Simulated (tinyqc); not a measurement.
Spin coating of a resist or spin-on film: centrifugal thinning, evaporation and the final thickness (Emslie and Meyerhofer models): one step, computed by the program tinyqc.

A Newtonian film stays uniform over the wafer; solvent and solids have the same density and the concentration is uniform through the thickness.

Question. Thinning without evaporation. dh/dt = -K h^3 gives h = h0/sqrt(1 + 2 K h0^2 t); for long times h = 1/sqrt(2 K t).

Inputs (values chosen for the exercise, of the order of those of a polymer resist in an ester solvent): starting thickness h0 = 600 micrometre; time t = 2.5 s.

flow constant K = 0.001006117 1/(micrometre^2 s)

Give: h(t) without evaporation; long-time form; time 1/(2 K h0^2).

Answer.

h(t) without evaporation = 14.10 micrometre

long-time form = 14.10 micrometre

time 1/(2 K h0^2) = 0.001380 s

The long-time form is within 0.028 %: the starting thickness is forgotten.
